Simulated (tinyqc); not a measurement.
Grain-boundary diffusion: Harrison regimes, Fisher and Le Claire analysis, Hart average: one step, computed by the program tinyqc.

A boundary is a slab of width delta with diffusivity D_b, normal to a surface held at constant concentration; it leaks into grains of diffusivity D.

Problem. Penetration along an isolated boundary. Fisher: the mean concentration falls as exp(-y/y_F), y_F = sqrt(P) (pi t/(4 D))^(1/4), with the boundary equation P d2c/dy2 = 2 c sqrt(D/(pi t)). Le Claire (from the Whipple solution): ln c falls as -(y/y_L)^(6/5) with P = 1.322 sqrt(D/t) y_L^2.

Inputs (values chosen for the exercise, for a model polycrystal): temperature T = 1900 K; time t = 970000 s.

triple product P = 7.376057e-20 m^3/s

D = 3.230071e-16 m^2/s

Give: Fisher depth y_F; Le Claire depth y_L.

Solution.

Fisher depth y_F = 59.851 um

Le Claire depth y_L = 55.295 um

Caution: the Fisher and Le Claire forms need regime B with beta above 10.
